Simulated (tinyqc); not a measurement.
Inside a calculation. Model: Weibull analysis of times to dielectric breakdown, with area scaling.

tinyqc, about 0.01 s, one thread, Intel Xeon 2.30GHz (shared host): `OMP_NUM_THREADS=1 python tinyqc.py 2070014 2070015 out.jsonl` Printed values are rounded.

Breakdown times follow F(t) = 1 - exp(-(t/t63)^beta). The 11 times below were drawn at random from beta = 3.6, t63 = 83 s and are treated as data; all samples failed.

Parameters, values chosen for the exercise:

| symbol | value | unit | meaning |
|---|---|---|---|
| A1 | 610 | um^2 | area of a test capacitor |
| A2 | 6.7e6 | um^2 | gate area of the product |
| Fp | 0.001 |  | allowed share of failed products |

## Median ranks and the Weibull scale

t, i 1 to 11 (s): [31.1, 31.9, 35.1, 47.5, 68.3, 78.8, 81.3, 92, 110, 112, 112]

F_i = (i - 0.3)/(n + 0.4) for the sorted times, W_i = ln(-ln(1 - F_i)).

```
i          F         W     ln t
1   0.061404  -2.75877  3.43721
2   0.149123  -1.82333  3.46261
3   0.236842  -1.30826  3.55820
4   0.324561  -0.93549  3.86073
5   0.412281  -0.63204  4.22391
6   0.500000  -0.36651  4.36691
7   0.587719  -0.12098  4.39815
8   0.675439   0.11803  4.52179
9   0.763158   0.36489  4.70048
10  0.850877   0.64342  4.71850
11  0.938596   1.02614  4.71850
```

## Straight-line fit

Least squares of W on ln t: beta = sum (x - mean x)(W - mean W)/sum (x - mean x)^2 with x = ln t, and ln t63 = mean x - mean W/beta.

beta = 2.09783
t63 = 83.9189 s

beta is 42 % below the value that made the data and t63 1.1 % above it.

## Iteration 1: likelihood estimate of beta

beta at the start = 2.1

Maximum likelihood: a(beta) = 1/beta with a = sum t^beta ln t/sum t^beta - mean ln t. Newton step: beta(new) = beta - [a - 1/beta]/[v + 1/beta^2], v the variance of ln t under the weights t^beta.

beta after iteration 1 = 2.53484

## Iteration 2: likelihood estimate of beta

As before.

beta after iteration 2 = 2.63100

## Course of the iteration

Stop when beta changes by less than 1e-9, or after 40 iterations.

Course of the iteration:
```
iteration     beta    change
1          2.53484     0.435
2          2.63100    0.0962
3          2.63449   3.49e-3
4          2.63450   4.31e-6
5          2.63450  6.56e-12
```

Converged in 5 iterations.

## Scale parameter and projection to the product

converged beta = 2.63450

t63 = (mean of t^beta)^(1/beta). Defects are spread at random, so -ln(1 - F) is proportional to the area: t63(A2) = t63 (A1/A2)^(1/beta), and the time to the share Fp is t63(A2) (-ln(1 - Fp))^(1/beta).

t63 = 82.1996 s
t63 of the product = 2.40485 s
time to Fp = 0.174756 s
decades lost against t63 = 2.67244

The straight-line values give 0.0370 s for the time to Fp and the values that made the data 0.919 s: with 11 samples beta is uncertain by about 0.78/sqrt(n) = 24 %, and the projection hangs on 1/beta.
